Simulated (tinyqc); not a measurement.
Ballistic conductance of a ribbon with a Dirac band by counting modes: one step of the calculation.

Subband edges E_n = hbar v pi |n + al|/W for all integers n (the walls mix the two valleys, so no further valley factor enters); only conduction subbands count, the valence ones being far below Ef. Every mode transmits fully; spin gives the factor 2 in 2 q^2/h.

Question. Conductance and ballistic resistance. G = (2 q^2/h) M; at zero temperature M counts the edges below Ef, at T it is the sum of degeneracy times f. The smooth (Sharvin) count is 2 Ef W/(pi hbar v). The sum runs over the edges listed.

Parameters, values chosen for the exercise: temperature T = 4 K; Dirac velocity v = 8.8e5 m/s; Fermi energy above the Dirac point Ef = 0.173 eV; width W = 34 nm.

Constants: q = 1.602176634e-19 C, hbar = 1.054571817e-34 J s, h = 6.62607015e-34 J s. Results are converted to the units shown.

```
mode,edge (eV),degeneracy,f
0,0.01338010,1,1.0000000
-1,0.04014030,1,1.0000000
1,0.06690051,1,1.0000000
-2,0.09366071,1,1.0000000
2,0.12042091,1,1.0000000
-3,0.14718112,1,1.0000000
3,0.17394132,1,0.0611753
-4,0.20070152,1,0.0000000
```

Give: M at zero temperature; M at T; G; resistance 1/G; smooth count.

Answer.

M at zero temperature = 6
M at T = 6.0612
G = 469.63 uS
resistance 1/G = 2.1294 kohm
smooth count = 6.4648

The smooth count is 6.7 % above M at T.

Numbers from tinyqc (`OMP_NUM_THREADS=1 python tinyqc.py 2740002 2740003 out.jsonl`; about 0.03 s on one thread of a shared Intel Xeon 2.30GHz).
